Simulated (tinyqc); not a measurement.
Schottky barrier on an n-type semiconductor, non-linear Poisson equation by Newton steps: one step of the calculation.

One dimension, metal at x = 0, donor density C(x) = Nd, uniform. Energies are counted from the electron Fermi level of the semiconductor and the conduction-band edge is Ec = -psi, so n = Nc exp(psi/Vt); holes follow the Fermi level of the metal, at -V, so p = Nv exp((V - psi - Eg)/Vt). Ends: psi(0) = V - phiB and psi = Vt ln(Nd/Nc) deep inside. Boltzmann statistics, full ionisation, no current, no image force in the Poisson equation.

Task. End potentials, built-in voltage, Debye length. psi_0 = V - phiB, psi_b = Vt ln(Nd/Nc), Vbi = phiB - Vt ln(Nc/Nd), LD = sqrt(eps0 eps_r Vt/(q Nd)), W = sqrt(2 eps0 eps_r (Vbi - V)/(q Nd)), hole density at the metal p_0 = Nv exp((phiB - Eg)/Vt).

Values chosen for this exercise; band and dielectric values close to those of gallium arsenide:
- T = 250 K (temperature)
- Eg = 1.42 eV (band gap)
- eps_r = 12.8 (relative permittivity)
- Nc = 3.32e17 cm^-3 (conduction-band density of states at T)
- Nv = 6.88e18 cm^-3 (valence-band density of states at T)
- Nd = 1.1e16 cm^-3 (donor density deep in the semiconductor)
- phiB = 0.79 eV (barrier height)
- V = 0 V (bias of the metal against the semiconductor)

Constants: q = 1.602176634e-19 C, kB = 1.380649e-23 J/K, Vt = kB T/q, eps0 = 8.8541878128e-14 F/cm where lengths are in cm. Results are converted to the units shown.

Wanted: psi_0; psi_b; Vbi; LD; W for uniform Nd; p_0.

Result.

psi_0 = -0.79000 V
psi_b = -0.073403 V
Vbi = 0.71660 V
LD = 37.221 nm
W for uniform Nd = 303.58 nm
p_0 = 1.3720e6 cm^-3

The hole density at the metal is 1.2e-10 times Nd, so holes hardly matter.

Program tinyqc, `OMP_NUM_THREADS=1 python tinyqc.py 2020134 2020135 out.jsonl`; Intel Xeon 2.30GHz, shared host, one thread, about 0.08 s.
